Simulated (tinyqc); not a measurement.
# Worked calculation: small-signal admittance of a forward-biased p+-n diode

Computed by the program tinyqc: `OMP_NUM_THREADS=1 python tinyqc.py 2890130 2890131 out.jsonl`, one thread of a shared Intel Xeon 2.30GHz, about 0.01 s for the whole run. Printed values are rounded.

Holes injected into a neutral base of width wb with an ohmic contact at its end; low injection, p0 far above the equilibrium density. A small voltage v exp(i w t), w = 2 pi f, modulates the edge density by p0 v/Vt, and the small-signal density obeys Dp d2p/dx2 = (1/tau + i w) p.

Inputs (values chosen for the exercise); permittivity close to that of gallium arsenide:
- T = 300 K (temperature)
- eps_r = 12.9 (relative permittivity)
- Nd = 1.8e16 cm^-3 (donor density of the base)
- Dp = 5.7 cm^2/s (hole diffusion coefficient)
- tau = 5e-8 s (hole lifetime)
- wb = 0.59 um (width of the neutral base)
- p0 = 8.8e14 cm^-3 (excess hole density at the junction edge)
- Na = 3e18 cm^-3 (acceptor density of the p+ side)
- f = 4.8e7 Hz (signal frequency)

Constants: q = 1.602176634e-19 C, kB = 1.380649e-23 J/K, Vt = kB T/q, eps0 = 8.8541878128e-14 F/cm where lengths are in cm. Results are converted to the units shown.

## Closed-form admittance

L = sqrt(Dp tau); direct current J = (q Dp p0/L) coth(wb/L); k = sqrt(1 + i w tau)/L; diffusion admittance Y = (q Dp p0/Vt) k coth(k wb) = G + i w C_diff; junction capacitance C_j = sqrt(q eps0 eps_r Nd/(2 Vr)) in the depletion approximation, with the remaining barrier Vr = Vt ln(Na/p0), a rough value under forward bias; base-width modulation is left out.

L = 5.33854 um
J = 13.6766 A/cm^2
k wb = 0.313689+0.293576i
Y = 529.431+32.289i S/cm^2
C_diff = 0.107061 uF/cm^2
C_j = 0.0884996 uF/cm^2

G is 1.00 times its low-frequency value J/Vt, and C_diff is 1.21 times C_j.

## The same by finite differences

6 equal intervals, h = wb/6; u = small-signal density over its edge value, u_0 = 1, u_6 = 0; u_(i-1) + b u_i + u_(i+1) = 0 with b = -2 - h^2 (1/tau + i w)/Dp; Y = (q Dp p0/(Vt h)) (-b/2 - u_1), which includes the half box at the edge.

b = -2.00034-0.00512i
u, node 1 to 5: [0.832695-0.007798i, 0.665712-0.011339i, 0.499013-0.011477i, 0.332542-0.009067i, 0.166230-0.004958i]
Y on the mesh = 529.447+32.740i S/cm^2

Against the closed form the real part is within 0.01 % of it and the imaginary part 1.4 % above it; |k h| = 0.072.
